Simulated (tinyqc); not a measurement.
Single-oscillator infrared dielectric function of a polar cubic crystal: one step, computed by the program tinyqc. Command: `OMP_NUM_THREADS=1 python tinyqc.py 3005365 3005366 out.jsonl infrared walk`. One thread of a shared host (Intel(R) Xeon(R) Processor @ 2.30GHz), about 0.01 s of CPU time with the checks.

One ion pair, charges +Z* and -Z*, in a cell of volume Omega = a^3. Frequencies omega are given as wavenumbers (1/cm); eps_s is the static dielectric constant.

Task: LO frequency and static constant from the Born charge. mu = M_A M_B/(M_A + M_B); ionic plasma term W^2 = 4 pi Z*^2 (e^2/(4 pi eps_0))/(Omega mu) in eV/(angstrom^2 u), turned into 1/cm by W = 15.6333042 x 33.35640952 x sqrt(W^2); omega_LO^2 = omega_TO^2 + W^2/eps_inf; eps_s = eps_inf + W^2/omega_TO^2; Szigeti charge 3 Z*/(eps_inf + 2); longitudinal (Callen) charge Z*/eps_inf.

Inputs (values chosen for the exercise, modelled on caesium chloride):

| quantity | value | unit |
|---|---|---|
| lattice constant a | 4.12 | angstrom |
| mass M_A | 132.9 | u |
| mass M_B | 35.45 | u |
| omega_TO | 99.3 | 1/cm |
| Born charge Z* | 1.27 | e |
| eps_inf | 2.56 | - |

Structure: caesium chloride. Free carriers: absent.

Constants: nu for 1 eV/(angstrom^2 u) = 15.6333042 THz; 1 THz = 33.35640952 1/cm; e^2/(4 pi eps_0) = 14.39964548 eV angstrom.

Give: reduced mass mu; W; omega_LO; eps_s; Szigeti charge; Callen charge.

Result:

reduced mass mu = 27.99 u

W = 201.4 1/cm

omega_LO = 160.3 1/cm

eps_s = 6.673

Szigeti charge = 0.8355 e

Callen charge = 0.4961 e

omega_LO/omega_TO = 1.614; the ions supply 62 % of eps_s, as in a strongly ionic or soft-mode crystal.
